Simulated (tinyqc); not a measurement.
Inputs raised by 2 %, one at a time: velocity overshoot from momentum and energy balance equations after a field step. Computed by tinyqc, a small Python program. Command: `OMP_NUM_THREADS=1 python tinyqc.py 3004930 3004931 out.jsonl overshoot sens`. One thread of a shared host (Intel(R) Xeon(R) Processor @ 2.30GHz), about 0.1 s of CPU time with the checks.

At t = 0 the field jumps from 0 to F in a uniform sample. v is the drift velocity and u = w - (3/2) k_B T the excess energy per carrier.

Inputs (values chosen for the exercise, modelled on electrons in strained silicon except for tau_E): effective mass m = 0.19 m_0; low-field mobility mu_0 = 2300 cm^2/(V s); saturation velocity v_s = 1.1 1e7 cm/s; energy relaxation time tau_E = 0.68 ps; field after the step F = 47 kV/cm; lattice temperature T = 300 K; time step dt = 3.2 fs.

Scheme: explicit Euler.

Constants: m_0 = 9.1093837015e-31 kg; e = 1.602176634e-19 C; k_B = 8.617333262e-05 eV/K.

Method:
- dv/dt = e F/m - v/tau_m(u), du/dt = e F v - u/tau_E, tau_m(u) = tau_0/(1 + c u), tau_0 = m mu_0/e, c = mu_0/(e tau_E v_s^2); this choice gives the steady state v (1 + mu_0 F v/v_s^2) = mu_0 F, which saturates at v_s. Steady velocity v = 2 mu_0 F/(1 + sqrt(1 + 4 (mu_0 F/v_s)^2)); u = e F v tau_E; carrier temperature T + 2u/(3 k_B), neglecting the drift energy m v^2/2.
- Step: v_new = v + dt (e F/m - v/tau_m(u)), u_new = u + dt (e F v - u/tau_E). Start v = u = 0; the distance adds dt (v + v_new)/2.
- Run to 8 times the larger of tau_E and tau_0, but at most 20001 steps, and stop early if |v| > 1000 v_s or u < -1/(2c); the run is accepted if the last v is within 0.5 % of the steady value.

Runs; columns: (1) input moved; (2) from; (3) to; (4) peak velocity (1e7 cm/s); (5) peak over steady velocity; (6) steady velocity (1e7 cm/s); (7) steady carrier temperature (K):
```
(1)                                    (2)     (3)    (4)    (5)    (6)   (7)
base run                                 -       -  2.978  2.849  1.045  2885
effective mass m (m_0)                0.19  0.1938  2.961  2.833  1.045  2885
low-field mobility mu_0 (cm^2/(V s))  2300    2346  2.988  2.855  1.046  2888
saturation velocity v_s (1e7 cm/s)     1.1   1.122  3.011  2.826  1.065  2934
energy relaxation time tau_E (ps)     0.68  0.6936  2.994  2.864  1.045  2937
field after the step F (kV/cm)          47   47.94  3.005  2.871  1.046  2939
```

Exponents ln(y'/y) / ln(x'/x):
```
input                         peak velocity  peak over steady velocity  steady velocity  steady carrier temperature
effective mass m                     -0.289                     -0.289            0.000                       0.000
low-field mobility mu_0               0.164                      0.114            0.050                       0.045
saturation velocity v_s               0.545                     -0.403            0.949                       0.851
energy relaxation time tau_E          0.263                      0.263            0.000                       0.897
field after the step F                0.442                      0.391            0.050                       0.942
```

Which inputs matter most for each result?

Among the inputs moved here: peak velocity answers most in size to saturation velocity v_s (exponent +0.545), next to field after the step F (+0.442). Peak over steady velocity answers most in size to saturation velocity v_s (exponent -0.403), next to field after the step F (+0.391). Steady velocity answers most in size to saturation velocity v_s (exponent +0.949), next to low-field mobility mu_0 (+0.050); its exponent is below 0.0005 for effective mass m, energy relaxation time tau_E. Its exponent 0.000 in energy relaxation time tau_E: c is tied to tau_E so that the steady curve is fixed. Steady carrier temperature answers most in size to field after the step F (exponent +0.942), next to energy relaxation time tau_E (+0.897); its exponent is below 0.0005 for effective mass m.

Extremes, crossings and ranges named in words are read from the listed rows.
